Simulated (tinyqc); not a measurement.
Space-charge-limited current with shallow traps: two steps of the calculation.

One carrier type, drift only, an injecting contact at x = 0 (zero field) and thickness L. The share th = y/(1 + y), y = (Nc/Nt) exp(-Et/kB T), of the injected charge is free: J = q mu n F, eps0 eps_r dF/dx = q (n - n0)/th.

Parameters, values chosen for the exercise:
- T = 350 K (temperature)
- eps_r = 9 (relative permittivity)
- mu = 0.094 cm^2/(V s) (mobility)
- L = 250 nm (thickness)
- Nc = 7.3e19 cm^-3 (band density of states)
- Nt = 2.4e17 cm^-3 (trap density)
- Et = 0.33 eV (trap depth)
- n0 = 7.8e12 cm^-3 (free carrier density in equilibrium)
- V = 6.3 V (voltage)

Constants: q = 1.602176634e-19 C, kB = 1.380649e-23 J/K, Vt = kB T/q, eps0 = 8.8541878128e-14 F/cm where lengths are in cm. Results are converted to the units shown.

Question 1. Limits and characteristic voltages. Ohmic J = q n0 mu V/L; Mott-Gurney J = (9/8) th eps0 eps_r mu V^2/L^3; they cross at Vx = 8 q n0 L^2/(9 th eps0 eps_r); traps fill at V_TFL = q Nt L^2/(2 eps0 eps_r).

Find: th; ohmic J; Mott-Gurney J; Vx; V_TFL.

Answer 1.

th = 0.005358
ohmic J = 0.02960 A/cm^2
Mott-Gurney J = 1.147 A/cm^2
Vx = 0.1626 V
V_TFL = 15.08 V

Question 2. The exact current. Exact: with u = n0/n(L), w = -u - ln(1 - u) and v = -u - u^2/2 - ln(1 - u), V = (q n0 L^2/(th eps0 eps_r)) v/w^2 and J = q^2 n0^2 mu L/(th eps0 eps_r w). v/w^2 falls steadily with u, so u follows by bisection.

Give: v/w^2; u; w; J; exit field over V/L.

Answer 2.

v/w^2 = 34.44
u = 0.03786
w = 7.352e-4
J = 1.169 A/cm^2
exit field over V/L = 1.495

J is 0.62 % below the plain sum of the two limits; the exit field lies between the ohmic 1 and the Mott-Gurney 1.5.

Range of the model: Diffusion and a field-dependent mobility are left out. With injecting contacts the diffusion current, about 4 pi^2 Vt th eps0 eps_r mu V/L^3, equals the Mott-Gurney current at V = 35 kB T/q (0.9 V at 300 K), so the drift-only result needs V well above that.

Program tinyqc, `OMP_NUM_THREADS=1 python tinyqc.py 2370092 2370093 out.jsonl`; Intel Xeon 2.30GHz, shared host, one thread, about 0.01 s.
